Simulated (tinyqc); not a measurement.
Inside a calculation: virtual-crystal alloy in the empirical-pseudopotential method. Values are carried at full precision from step to step, so a last printed digit may differ when a step is redone from the rounded ones.

Virtual crystal A(1-x)B(x): a = (1 - x) a_A + x a_B. Rule linear: V = (1 - x) V_A + x V_B. Rule volume: V = [(1 - x) a_A^3 V_A + x a_B^3 V_B]/a^3, since a form factor is an atomic potential divided by the cell volume.

Constants: hbar^2/2m0 = 3.80998211 eV angstrom^2; Ry = 13.60569312 eV.

Inputs chosen for the exercise (classic local form factors of the size used for Si (A) and Ge (B), which place X and L only to a few tenths of an eV; shifted at random, so the results belong to these values and not to a real crystal): a = (5.439, 5.67) angstrom (lattice constants of A, B); VSA = (-0.208, 0.041, 0.079) Ry (symmetric form factors of A); VAA = (0, 0, 0) Ry (antisymmetric form factors of A); VSB = (-0.232, 0.011, 0.061) Ry (symmetric form factors of B); VAB = (0, 0, 0) Ry (antisymmetric form factors of B); rule = volume (mixing rule); x = 0.71 (fraction of B).

## The virtual crystal

Form a, the two weights and the form factors.

a = 5.6030 angstrom

weights of A and B: 0.26527  0.73577

VS at 3, 8, 11 (Ry): -0.22588  0.01897  0.06584

VA at 3, 4, 11 (Ry): 0.00000  0.00000  0.00000

## The six lowest plane waves at X

Empirical pseudopotential on the fcc lattice, atoms at +/- tau, tau = a (1,1,1)/8, no spin-orbit coupling. H(G,G') = c (2 pi/a)^2 |k + G|^2 delta + VS(q) cos(q.tau) + i VA(q) sin(q.tau), q = G - G', c = hbar^2/2m0; k and G in units of 2 pi/a; VS at |q|^2 = 3, 8, 11 and VA at 3, 4, 11, in rydberg, zero elsewhere. At each k the basis holds all G with |k + G|^2 up to 16; energies are counted from the fourth level at Gamma.

k = (1,0,0) with the small basis G = (0,0,0), (-2,0,0), (-1,1,1), (-1,-1,-1), (-1,1,-1), (-1,-1,1) in place of the full one.

H in this small basis (eV), lower triangle:
```
           000    -200  -1+1+1  -1-1-1  -1+1-1  -1-1+1
000      4.791
-200         0   4.791
-1+1+1  -2.173   2.173   9.582
-1-1-1   2.173  -2.173  -0.258   9.582
-1+1-1  -2.173  -2.173       0       0   9.582
-1-1+1  -2.173  -2.173       0       0   0.258   9.582
```

## Levels in the small basis

Diagonalise; the gap between the fourth and fifth level is a first estimate of the direct gap at X.

levels (absolute scale of H) (eV): 2.290  2.290  9.324  9.324  12.342  12.342

gap = 3.018 eV

The full basis gives 3.832 eV for this gap.

## The lowest conduction band along Gamma-X and at L

Full basis at each k.

Levels (eV):

| k | band 3 | band 4 | band 5 | band 6 |
|---|---|---|---|---|
| L | -1.145 | -1.145 | 1.248 | 4.151 |
| (0.00,0,0) | 0.000 | 0.000 | 2.062 | 3.461 |
| (0.20,0,0) | -0.483 | -0.483 | 2.889 | 3.297 |
| (0.40,0,0) | -1.330 | -1.330 | 1.976 | 4.045 |
| (0.60,0,0) | -2.072 | -2.072 | 1.301 | 2.831 |
| (0.70,0,0) | -2.338 | -2.338 | 1.103 | 2.240 |
| (0.80,0,0) | -2.529 | -2.529 | 1.010 | 1.760 |
| (0.85,0,0) | -2.592 | -2.592 | 1.003 | 1.567 |
| (0.90,0,0) | -2.641 | -2.641 | 1.024 | 1.398 |
| (1.00,0,0) | -2.680 | -2.680 | 1.152 | 1.152 |

On these points band 5 is lowest at (0.85,0,0), 1.003 eV above the valence top: in this model the gap is indirect, by a margin of 1059 meV.

## Checks

- Fifth band at (0.85,0,0) against the equivalent point (0,0,-0.85), on the absolute scale of H (eV): both 10.7100.

Program tinyqc; command `OMP_NUM_THREADS=1 python tinyqc.py 1050476 1050477 out.jsonl`; about 0.2 s on one thread of a shared Intel(R) Xeon(R) Processor @ 2.30GHz.
